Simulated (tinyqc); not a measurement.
## In-plane mass from two subband densities

Problem. At zero temperature each occupied subband holds N_k = D (EF - E_k), D = md m0 q/(pi hbar^2) per eV. Two subbands are occupied. Find md, EF - E1 and EF - E2.

Constants: q = 1.602176634e-19 C, hbar = 1.054571817e-34 J s, m0 = 9.1093837015e-31 kg. Results are converted to the units shown.

N1, N2 (cm^-2): 5.5141537e11  3.1e11
E2 - E1 = 19.2 meV

Answer. N1 - N2 = D (E2 - E1) gives D and so md; each N_k/D is a distance to EF.

md = 0.0301 m0
EF - E1 = 43.9 meV
EF - E2 = 24.7 meV

tinyqc, about 0.1 s, one thread, Intel Xeon 2.30GHz (shared host): `OMP_NUM_THREADS=1 python tinyqc.py 2140032 2140033 out.jsonl`
